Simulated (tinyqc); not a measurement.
# Pillar capacitor in an array: capacitance, non-linearity, leakage and relaxation: effects of single changes

A film between two metal electrodes, each interface adding a series capacitance ci. The small-signal permittivity is ek (1 + aq E^2); the field is found with the linear permittivity. Leakage J = J0 sinh(E/Ef). After a voltage step the film passes a relaxation current kr C V tt^(-nr), tt being the time in seconds. The sidewall is a coaxial capacitor with radii a = dm/2 and b = dm/2 + t, depth AR dm; the end face is left out.

Inputs (values chosen for the exercise); permittivity of the order of that of strontium titanate:

| symbol | value | unit | meaning |
|---|---|---|---|
| ek | 142 |  | relative permittivity of the film |
| t | 24 | nm | film thickness |
| ci | 32 | uF/cm^2 | capacitance of each electrode interface (dead layer and screening) |
| aq | -0.056 | cm^2/MV^2 | quadratic field coefficient of the permittivity |
| V | 1.4 | V | bias |
| nr | 0.923 |  | exponent of the relaxation current |
| kr | 0.0011 |  | strength of the relaxation |
| J0 | 1.3e-10 | A/cm^2 | leakage prefactor |
| Ef | 0.18 | MV/cm | field for an e-fold rise of the leakage |
| AR | 70 |  | aspect ratio, depth over diameter |
| pt | 310 | nm | pitch of the square array |
| rho | 500 | uohm cm | resistivity of the inner electrode |
| t0 | 1e-8 | s | duration of the write pulse |

Constants: eps0 = 8.8541878128e-14 F/cm where lengths are in cm. Results are converted to the units shown.

Each table varies one quantity; the others keep the values above.

## Capacitance, non-linearity and leakage against thickness

Planar film: Cf = eps0 ek/t, 1/C = 1/Cf + 2/ci, EOT = 3.9 eps0/C, effective permittivity C t/eps0, E = (V/t) C/Cf; quadratic coefficient [C(V)/C - 1]/V^2 with Cf (1 + aq E^2) in C(V).

Capacitance, non-linearity and leakage against thickness:
```
t (nm)  C (uF/cm^2)  EOT (nm)  effective permittivity  E (MV/cm)  quadratic coefficient (ppm/V^2)  J (A/cm^2)
7             8.462    0.4081                   66.90     0.9422                         -1.227e4    1.220e-8
9.1           7.414    0.4658                   76.20     0.8256                         -1.064e4    6.379e-9
12            6.331    0.5454                   85.81     0.7050                            -8677    3.264e-9
16            5.270    0.6553                   95.23     0.5868                            -6640    1.691e-9
20            4.513    0.7651                   101.9     0.5025                            -5201    1.056e-9
27            3.607    0.9574                   110.0     0.4016                            -3577   5.983e-10
35            2.934     1.177                   116.0     0.3267                            -2492   3.885e-10
46            2.334     1.479                   121.3     0.2599                            -1650   2.601e-10
60            1.853     1.864                   125.6     0.2063                            -1076   1.838e-10
```

What does the table show?

C falls from 8.46 to 1.85 uF/cm^2 while the effective permittivity goes from 66.9 to 126 (ek = 142). EOT is a straight line in t with slope 3.9/ek = 0.0275 and intercept 0.216 nm. The quadratic coefficient goes as t^(-0.55) between the first two rows and t^(-1.61) between the last two (-2 without interfaces), and J falls by 1.82 decades.

## Cell against the diameter of the pillar

Per length 1/c = ln(b/a)/(2 pi eps0 ek) + (1/a + 1/b)/(2 pi ci); cell capacitance c AR dm; per footprint over pt^2; fields c V/(2 pi eps0 ek r) at r = a and b; resistance of the inner electrode rho AR dm/(pi a^2); time constant R C/3 of the distributed line. The pitch is scaled as pt dm/(150 nm).

Cell against the diameter of the pillar:
```
dm (nm)  cell capacitance (fF)  per footprint (uF/cm^2)  field at a (MV/cm)  field at b (MV/cm)  R (kohm)  R C/3 (ps)
62                      44.438                   270.66             0.58535             0.32992    7.1876      106.47
84                      76.770                   254.74             0.55091             0.35058    5.3052      135.76
110                     125.86                   243.54             0.52670             0.36669    4.0512      169.97
150                     224.36                   233.47             0.50491             0.38250    2.9709      222.19
200                     386.59                   226.28             0.48936             0.39465    2.2282      287.13
270                     686.64                   220.53             0.47692             0.40493    1.6505      377.77
360                     1197.4                   216.33             0.46783             0.41279    1.2379      494.09
480                     2097.2                   213.12             0.46090             0.41900   0.92840      649.03
```

Read the table: what changes, and by how much?

As dm goes from 62 to 480, the cell capacitance rises from 44.4 to 2100 fF, the capacitance per footprint falls from 271 to 213 uF/cm^2, the ratio of the two fields falls from 1.77 to 1.10 and R C/3 rises from 106 to 649 ps; the time constant goes as dm^(0.80) between the first two rows and dm^(0.95) between the last two.

## Charge lost after writing

Planar film: Cf = eps0 ek/t, 1/C = 1/Cf + 2/ci, EOT = 3.9 eps0/C, effective permittivity C t/eps0, E = (V/t) C/Cf. A capacitor written for t0 and then left open loses, as a share of C V, kr (tt^(1 - nr) - t0^(1 - nr))/(1 - nr) by relaxation and J tt/(C V) by leakage; both are taken as small, and rows far outside that range are left out.

The same in every row: leakage current (nA/cm^2) = 0.7411.

Charge lost after writing:
```
tt (s)  relaxation current (nA/cm^2)  loss by relaxation (%)  loss by leakage (%)  total loss (%)
1e-6                         2.098e6                  0.1472             1.341e-8          0.1472
1e-5                         2.505e5                  0.2428             1.341e-7          0.2428
0.0001                       2.990e4                  0.3571             1.341e-6          0.3571
0.001                           3571                  0.4934             1.341e-5          0.4934
0.01                           426.3                  0.6562             1.341e-4          0.6564
0.1                            50.90                  0.8506             0.001341          0.8520
1                              6.078                   1.083              0.01341           1.096
10                            0.7257                   1.360               0.1341           1.494
100                          0.08664                   1.691                1.341           3.032
```

What does the comparison show?

The two currents are equal at tt = 9.77 s. The loss by relaxation grows from 0.147 to 1.69 %, by 0.0956 points over the first decade and 0.331 over the last, while the loss by leakage grows tenfold a decade. Relaxation is the larger loss in every row.

Numbers from tinyqc (`OMP_NUM_THREADS=1 python tinyqc.py 2102133 2102134 out.jsonl`; about 0.01 s on one thread of a shared Intel Xeon 2.30GHz).
